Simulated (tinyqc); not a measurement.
# Charge control and current of a heterostructure field-effect transistor, step by step

A worked calculation. Computed by tinyqc, a small Python program that keeps every step. Command: `OMP_NUM_THREADS=1 python tinyqc.py 3023303 3023304 out.jsonl hemt walk`. One thread of a shared host (Intel(R) Xeon(R) Processor @ 2.30GHz), about 0.01 s of CPU time with the checks. Intermediate numbers are printed to about 6 digits and carried at full precision; extremes and crossings named in words are read from the listed rows.

Two subbands in a triangular well; E_F is counted from the conduction band edge of the channel at the interface.

Inputs (values chosen for the exercise, modelled on AlGaN/GaN):

| quantity | value | unit |
|---|---|---|
| channel mass m | 0.2 | m_0 |
| permittivity eps (barrier and channel) | 9.52 | - |
| barrier thickness d | 12 | nm |
| Schottky barrier phi_B | 1.1 | eV |
| conduction band offset dE_c | 0.31 | eV |
| polarisation charge sigma/e | 1.2e+13 | 1/cm^2 |
| gate voltage V_G | 0 | V |
| mobility mu | 1600 | cm^2/(V s) |
| saturation velocity v_s | 1.2 | 1e7 cm/s |
| gate length L | 220 | nm |
| source resistance R_S | 0 | ohm mm |
| temperature T | 400 | K |
| mixing | 0.5 | - |
| iteration cap | 200 | - |

Charge source: polarisation. Velocity law: two-piece.

Constants: e = 1.602176634e-19 C; eps_0 = 8.8541878128e-12 F/m; k_B = 8.617333262e-05 eV/K; hbar = 1.054571817e-34 J s; m_0 = 9.1093837015e-31 kg; k_B = 1.380649e-23 J/K.

## Threshold and barrier capacitance

Threshold V_T = phi_B - dE_c - sigma d/(eps eps_0) (in volts); C_b = eps eps_0/d.

threshold voltage V_T = -1.94708 V

barrier capacitance C_b = 0.702432 microfarad/cm^2

The device is normally on.

## First iteration

Charge control: n_s = C_b (V_G - V_T - E_F/e)/e. Well: mean field F = e n_s/(2 eps eps_0), E_i = (hbar^2/2m)^(1/3) [(3 pi e F/2)(i + 3/4)]^(2/3), i = 0, 1; n_s = D k_B T sum_i ln(1 + exp((E_F - E_i)/k_B T)), D = m/(pi hbar^2), which is solved in closed form for E_F. Iteration from n_s = C_b (V_G - V_T)/(2e): E_F from n_s, n_out from the charge control, n_new = n_s + mixing (n_out - n_s), kept above n_s/10; stop when |n_out/n_s - 1| < 1e-9.

starting n_s = 4.26823e+12 1/cm^2

E_0 = 157.614 meV

E_1 = 277.276 meV

E_F = 195.759 meV

n_out = 7.67820e+12 1/cm^2

Caution: a density of n_out would put E_F above the conduction band minimum of the barrier, where parallel conduction sets in.

## Sheet density

The formulas are those given above.

Course of the iteration:

| iteration | n_s (1/cm^2) | E_F (meV) | \|n_out/n_s - 1\| |
|---|---|---|---|
| 1 | 4.26823e+12 | 195.759 | 7.98920e-01 |
| 2 | 5.97321e+12 | 260.920 | 2.37612e-01 |
| 3 | 6.68286e+12 | 286.056 | 8.96996e-02 |
| 4 | 6.98259e+12 | 296.412 | 3.64226e-02 |
| 5 | 7.10975e+12 | 300.763 | 1.52023e-02 |
| 6 | 7.16379e+12 | 302.605 | 6.41652e-03 |
| 7 | 7.18678e+12 | 303.387 | 2.72090e-03 |
| ... | ... | ... | ... |
| 19 | 7.20379e+12 | 303.966 | 9.55808e-08 |
| 20 | 7.20379e+12 | 303.966 | 4.06693e-08 |
| 21 | 7.20379e+12 | 303.966 | 1.73047e-08 |
| 22 | 7.20380e+12 | 303.966 | 7.36307e-09 |
| 23 | 7.20380e+12 | 303.966 | 3.13296e-09 |
| 24 | 7.20380e+12 | 303.966 | 1.33307e-09 |
| 25 | 7.20380e+12 | 303.966 | 5.67215e-10 |

sheet density n_s = 7.20380e+12 1/cm^2

Converged in 25 iterations.

## Levels and gate capacitance

C_g = e dn_s/dV_G = 1/(1/C_b + 1/C_q), 1/C_q = d(E_F/e)/d(e n_s) by a central difference of +/- 0.1 % in n_s; added distance dd = eps eps_0/C_q.

E_0 = 223.427 meV

E_1 = 393.056 meV

E_F = 303.966 meV

share in the second subband = 2.90686 %

gate capacitance C_g = 0.611339 microfarad/cm^2

added distance dd = 1.78808 nm

C_g is 87 % of C_b: the finite density of states and the rise of E_0 act as 1.8 nm of extra barrier.

## Saturation current

With V = e n_s/C_g and V_c = v_s L/mu: for v = mu F up to v_s, I/W = C_g v_s V_c (sqrt(1 + (V/V_c)^2) - 1) and V_Dsat = V + V_c - sqrt(V^2 + V_c^2); g_m = dI/dV; extrinsic g_m/(1 + g_m R_S); f_T = g_m/(2 pi C_g L).

V = 1.88795 V

V_c = 0.165 V

V_Dsat = 0.157804 V

saturation current I/W = 1269.24 mA/mm

intrinsic g_m = 730.821 mS/mm

extrinsic g_m = 730.821 mS/mm

intrinsic f_T = 86.4821 GHz

V/V_c = 11.44: velocity saturation rules; I is 92 % of e n_s v_s = 1390 mA/mm.

## Gate length

The formulas are those given above.

Scaling; the last columns are v_s/(2 pi L) and mu V/(2 pi L^2):

| L (nm) | I/W (mA/mm) | g_m (mS/mm) | extrinsic g_m (mS/mm) | f_T (GHz) | velocity limit (GHz) | mobility limit (GHz) |
|---|---|---|---|---|---|---|
| 30 | 1368.60 | 733.554 | 733.554 | 6.36575e+02 | 636.620 | 5.34180e+04 |
| 60 | 1352.39 | 733.398 | 733.398 | 3.18220e+02 | 318.310 | 1.33545e+04 |
| 120 | 1320.56 | 732.774 | 732.774 | 1.58974e+02 | 159.155 | 3.33862e+03 |
| 250 | 1254.27 | 730.015 | 730.015 | 7.60204e+01 | 76.394 | 7.69219e+02 |
| 500 | 1136.97 | 719.549 | 719.549 | 3.74653e+01 | 38.197 | 1.92305e+02 |
| 1000 | 940.09 | 681.779 | 681.779 | 1.77493e+01 | 19.099 | 4.80762e+01 |
| 2000 | 668.53 | 574.384 | 574.384 | 7.47672e+00 | 9.549 | 1.20190e+01 |
| 5000 | 328.97 | 329.887 | 329.887 | 1.71765e+00 | 3.820 | 1.92305e+00 |

f_T scales as L^-1.00 at the short end and L^-1.61 at the long end; the two limits cross at L = mu V/v_s = 2520 nm. g_m tends to C_g v_s = 734 mS/mm. Fringe capacitances and short-channel effects, left out, lower f_T once L is below about ten barrier thicknesses.

Checks made by the program: iterated density against a bracketing root search (relative difference 5e-10).
